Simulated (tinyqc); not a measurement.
Ideality, saturation current and resistance from three points.

Problem. Well above the saturation current a diode obeys V = n Vt ln(I/I0) + I Rs. Find n, Rs and I0.

Values chosen for this exercise:
```
symbol,value,unit,meaning
T,300,K,temperature
```

Constants: q = 1.602176634e-19 C, kB = 1.380649e-23 J/K, Vt = kB T/q. Results are converted to the units shown.

currents (A): [9e-6, 0.0003, 0.03]
voltages (V): [0.38320821, 0.50380676, 0.66541406]

Answer. V is linear in the three unknowns n Vt, Rs and -n Vt ln I0, so three points give a linear system.

n = 1.330
Rs = 0.1100 ohm
I0 = 1.300e-10 A

Numbers from tinyqc (`OMP_NUM_THREADS=1 python tinyqc.py 2260147 2260148 out.jsonl`; about 0.01 s on one thread of a shared Intel Xeon 2.30GHz).
